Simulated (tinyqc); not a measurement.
Worked calculation: plane-wave Kohn-Sham cycle with exchange-only LDA in a layered model solid. One step of it, computed by the program tinyqc.

Task: Iteration 2: levels at that k. Diagonalise the Hermitian matrix.

H (hartree), order -2, -1, +0, +1, +2:
```
[[0.286611, -0.026967, 0.001571, 0.000432, -0.001554],
 [-0.026967, -0.116799, -0.026967, 0.001571, 0.000432],
 [0.001571, -0.026967, -0.226820, -0.026967, 0.001571],
 [0.000432, 0.001571, -0.026967, -0.043452, -0.026967],
 [-0.001554, 0.000432, 0.001571, -0.026967, 0.433305]]
```

Give: eigenvalues.

Result:

eigenvalues (hartree): [-0.2366, -0.1131, -0.0407, 0.2884, 0.4349]
